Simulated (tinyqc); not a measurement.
Stretching all distances: RHF, UHF, MP2, CISD and CCSD against full CI in the sto-3g basis, for H2, spin multiplicity 1. Computed by the program tinyqc with PySCF. Command: `OMP_NUM_THREADS=1 python tinyqc.py 113703 113704 out.jsonl`; one thread of a shared host (Intel(R) Xeon(R) Processor @ 2.60GHz), about 4 s.

Geometry (angstrom):

| atom | x | y | z |
|---|---|---|---|
| H | 0.0000 | 0.0000 | 0.0000 |
| H | 0.0000 | 0.0000 | 0.7290 |

All coordinates are multiplied by the scale. c0^2 is the weight of the RHF determinant in the lowest singlet FCI state (UHF is spin-contaminated and may lie near states of higher spin) and n(LUMO) the first natural occupation beyond the occupied space.

Full CI energy (hartree) and errors against it (kcal/mol):

| scale | distance 1-2 (angstrom) | E(FCI) | RHF | UHF | MP2 | CISD | CCSD | <S^2> UHF | c0^2 | n(LUMO) |
|---|---|---|---|---|---|---|---|---|---|---|
| 0.8800 | 0.6415 | -1.128175 | 10.4159 | 10.4159 | 3.5090 | 0.0000 | 0.0000 | 0.0000 | 0.9912 | 0.0177 |
| 1.0200 | 0.7436 | -1.137243 | 12.9778 | 12.9778 | 4.6810 | 0.0000 | 0.0000 | 0.0000 | 0.9872 | 0.0257 |
| 1.1600 | 0.8456 | -1.128957 | 16.0764 | 16.0764 | 6.1558 | 0.0000 | 0.0000 | 0.0000 | 0.9816 | 0.0367 |
| 1.3100 | 0.9550 | -1.110360 | 20.0945 | 20.0945 | 8.1357 | 0.0000 | 0.0000 | 0.0000 | 0.9735 | 0.0531 |
| 1.4500 | 1.0571 | -1.088785 | 24.6140 | 24.6140 | 10.4281 | 0.0000 | 0.0000 | 0.0000 | 0.9631 | 0.0738 |
| 1.5900 | 1.1591 | -1.065880 | 29.9882 | 29.9757 | 13.2156 | 0.0000 | 0.0000 | 0.0192 | 0.9494 | 0.1011 |
| 1.7400 | 1.2685 | -1.041823 | 36.7859 | 32.3800 | 16.7962 | 0.0000 | 0.0000 | 0.3250 | 0.9304 | 0.1392 |
| 1.8800 | 1.3705 | -1.021050 | 44.1306 | 30.4666 | 20.6856 | 0.0000 | 0.0000 | 0.5241 | 0.9081 | 0.1838 |
| 2.0200 | 1.4726 | -1.002640 | 52.4001 | 26.5796 | 25.0336 | 0.0000 | 0.0000 | 0.6647 | 0.8815 | 0.2370 |

UHF parts from RHF first at scale 1.59 of those listed, where <S^2> leaves zero. The weight c0^2 goes from 0.99 to 0.88 and n(LUMO) from 0.02 to 0.24: static correlation grows as the bonds break into open-shell fragments. The spread of the error along the curve, which distorts its shape, is CISD 0.0, CCSD 0.0, MP2 21.5, UHF 22.0, RHF 42.0 kcal/mol. With two electrons CISD and CCSD are exact.
